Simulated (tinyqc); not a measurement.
Inside a calculation. Method: tight binding, honeycomb lattice. Computed by tinyqc, a small Python program that keeps every step. Settings: t1 = 1.68, t2 = 0.14, phi = 1.18, delta = 0, points = 5. Command: `OMP_NUM_THREADS=1 python tinyqc.py 23532 23533 out.jsonl` (the two numbers bound the seeds that draw the settings). One thread of a shared host (Intel(R) Xeon(R) Processor @ 2.60GHz), about 0.01 s of CPU time with the checks.

## Bloch Hamiltonian at k

Parameters chosen for this model:
```
parameter     value                        unit
t1         1.680000                 eV, nearest
t2         0.140000       eV, second neighbours
phi        1.180000  rad, phase of t2 (Haldane)
delta             0          eV, +/- on A and B
```

k point k (fractions of the reciprocal vectors): [0.3100, 0.3700]

H_AB = -t1 (1 + exp(-i k.a1) + exp(-i k.a2)); H_AA = delta - 2 t2 sum cos(k.b + phi), H_BB = -delta - 2 t2 sum cos(k.b - phi), b = a1, a2 - a1, -a2.

H(k) at k (eV), order A, B:
$$\begin{pmatrix}
0.1604 & 0.0885+2.7867i \\
0.0885-2.7867i & -0.1342
\end{pmatrix}$$

## Levels at k

Diagonalise the Hermitian matrix.

eigenvalues (eV): [-2.7789, 2.8051]

weights |c|^2 of the basis functions, order A, B:
$$\begin{pmatrix}
0.4736 & 0.5264 \\
0.5264 & 0.4736
\end{pmatrix}$$

## Bloch Hamiltonian at K

k point K (fractions of the reciprocal vectors): [0.3333, 0.6667]

As before.

H(k) at K (eV), order A, B:
$$\begin{pmatrix}
0.8326 & 0.0000 \\
0.0000 & -0.5126
\end{pmatrix}$$

## Levels at K

As before.

eigenvalues (eV): [-0.5126, 0.8326]

weights |c|^2 of the basis functions, order A, B:
$$\begin{pmatrix}
0.0000 & 1.0000 \\
1.0000 & 0.0000
\end{pmatrix}$$

## Bands along a path

The same steps at evenly spaced points between the labelled ones.

Bands along the path (eV):
```
k           band 1  band 2
G          -5.3600  4.7200
G-K 0.33   -4.4366  4.0727
G-K 0.67   -2.2392  2.3655
K          -0.5126  0.8326
K-M 0.33   -0.9250  1.2147
K-M 0.67   -1.3980  1.6355
M          -1.5733  1.7867
M-K' 0.33  -1.3980  1.6355
M-K' 0.67  -0.9250  1.2147
K'         -0.5126  0.8326
```

With 1 band(s) filled, the highest filled level on these points lies at K and the lowest empty one at K: a gap of 1.3452 eV, direct.

## Chern number of the lower band

On a 5 x 5 mesh, the phase of the product of overlaps around each plaquette (k1 then k2); the sum over 2 pi is an integer.

plaquette phases (rad):
$$\begin{pmatrix}
0.0000 & -0.0139 & -0.2220 & 0.0376 & 0.0247 \\
-0.0139 & -0.0772 & -0.6898 & -1.0144 & 0.0376 \\
-0.2220 & -0.6898 & -0.5965 & -0.6898 & -0.2220 \\
0.0376 & -1.0144 & -0.6898 & -0.0772 & -0.0139 \\
0.0247 & 0.0376 & -0.2220 & -0.0139 & 0.0000
\end{pmatrix}$$

Chern number = -1.0000
